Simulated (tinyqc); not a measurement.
# Joule-heated wire on a substrate, fin equation, step by step

Computed by the program tinyqc: `OMP_NUM_THREADS=1 python tinyqc.py 2520146 2520147 out.jsonl`, one thread of a shared Intel Xeon 2.30GHz, about 0.01 s for the whole run. Printed values are rounded.

A wire of length L loses heat along itself to two contacts and sideways to the substrate: kap A theta'' - g theta + p = 0 with theta = T - T0 and p = p0. The ends are held at T0. Constant conductivity, diffusive heat flow.

Values chosen for this exercise:
- T0 = 293 K (temperature of substrate and contacts)
- kap = 90 W/(m K) (conductivity along the wire)
- A = 180 nm^2 (cross-section)
- g = 0.31 W/(m K) (conductance per length to the substrate)
- L = 1800 nm (length between the contacts)
- Rc = 0 K/uW (thermal resistance of each contact)
- p0 = 0.026 uW/nm (heating per length)

## Healing length

LH = sqrt(kap A/g); far from the contacts uniform heating p0 would give theta = p0/g.

LH = 228.600 nm
L/LH = 7.87401
p0/g = 83.8710 K

## The tridiagonal system

Nodes x_i = i h, h = L/10; box widths w_i = h (h/2 at the ends); c = kap A/h; equation of node i: -c theta_(i-1) + d_i theta_i - c theta_(i+1) = b_i with d_i = 2 c + g w_i, b_i = p(x_i) w_i; theta = 0 at the end nodes.

c = 0.09 uW/K
d, node 1 to 9 (uW/K): [0.2358, 0.2358, 0.2358, 0.2358, 0.2358, 0.2358, 0.2358, 0.2358, 0.2358]
b, node 1 to 9 (uW): [4.68, 4.68, 4.68, 4.68, 4.68, 4.68, 4.68, 4.68, 4.68]

## Temperature rise

Solve -c theta_(i-1) + d_i theta_i - c theta_(i+1) = b_i for nodes 1 to 9, with theta = 0 at nodes 0 and 10.

theta, node 0 to 10 (K): [0.0000, 44.9086, 65.6604, 75.1218, 79.1586, 80.2737, 79.1586, 75.1218, 65.6604, 44.9086, 0.0000]

The hottest node is 5, at 80.27 K above T0; a mesh of 800 steps gives a peak of 80.60 K, so the coarse value is 0.40 % below it. On the fine mesh 74.6 % of the heat leaves through the substrate and the rest through the contacts.

## Closed form at the middle

theta(L/2) = (p0/g)[1 - 1/(cosh(L/(2 LH)) + Rc g LH sinh(L/(2 LH)))], LH = sqrt(kap A/g).

theta(L/2) = 80.6001 K
